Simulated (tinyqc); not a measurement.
Inside a calculation. Model: input admittance of a MOSFET at zero drain bias: distributed channel and distributed gate.

Numbers from tinyqc (`OMP_NUM_THREADS=1 python tinyqc.py 2262075 2262076 out.jsonl`; about 0.01 s on one thread of a shared Intel Xeon 2.30GHz). Printed values are rounded.

Source and drain grounded, strong inversion, w = 2 pi f, Cox = eps0 eox/tox. The channel is an RC line of resistance 1/(mu Cox Vo) per square fed from both ends, so one finger has the intrinsic admittance y = i w Cox L tanh(g)/g per width, g = (1/2) sqrt(i w tau), tau = L^2/(mu Vo). The vertical resistance rv/L is in series with y, the overlaps 2 i w Cov in parallel: y_t = 1/(1/y + rv/L) + 2 i w Cov. The gate strip is a line of Rsh/L per length loaded by y_t, so a finger has Y = y_t Wf tanh(k)/k, k = (Wf/sd) sqrt(y_t Rsh/L); the device has Nf Y.

Values chosen for this exercise; values of the order met in silicon radio-frequency transistors: relative permittivity of the gate insulator (close to silicon dioxide) eox = 3.9; insulator thickness tox = 4.7 nm; channel length L = 0.74 um; finger width Wf = 2 um; number of fingers Nf = 4; channel mobility mu = 240 cm^2/(V s); gate overdrive Vo = 0.77 V; sheet resistance of the gate Rsh = 36 ohm/square; vertical resistivity of the gate stack rv = 2.3 ohm um^2; number of ends at which a finger is contacted sd = 1; overlap and fringe capacitance on each side Cov = 0.18 fF/um; frequency f = 4.2 GHz.

Constants: eps0 = 8.8541878128e-14 F/cm where lengths are in cm. Results are converted to the units shown.

## Low-frequency resistances and capacitance

Low-frequency limits, with c = Cox L and ct = c + 2 Cov: R_strip = Rsh Wf/(3 sd^2 L Nf), R_ch = (c/ct)^2 L/(12 mu Cox Vo Wf Nf), R_vert = (c/ct)^2 rv/(L Wf Nf), C = ct Wf Nf.

parts (ohm): strip 8.108108, channel 49.94058, vertical 0.3417564
sum = 58.39045 ohm
C = 46.37478 fF
1/(2 pi R C) = 58.77551 GHz

The channel term is the largest, 85.5 % of the sum.

## Admittance of the channel and stack per width

tau, g, c = Cox L, y and y_t as defined.

tau = 29.63203 ps
g = 0.3126442+0.3126442i
c = 5.436848 fF/um
y = 9.2920+142.7485i uS/um
y_t = 9.3550+152.2404i uS/um

w tau = 0.782, and Im y is 0.995 of w c.

## Input impedance of the device

k and Y as defined; Z = 1/(Nf Y) = R + 1/(i w C); Q = |Im Z|/R; signal at the point farthest from a contact |1/cosh k|.

k = 0.1255019+0.1180267i
Nf Y = 0.086794+1.216305i mS
R = 58.37117 ohm
C = 46.32539 fF
Q = 14.01372
signal at the far point = 0.9990175

R is 0.033 % below its low-frequency limit and C is 0.11 % below its own.
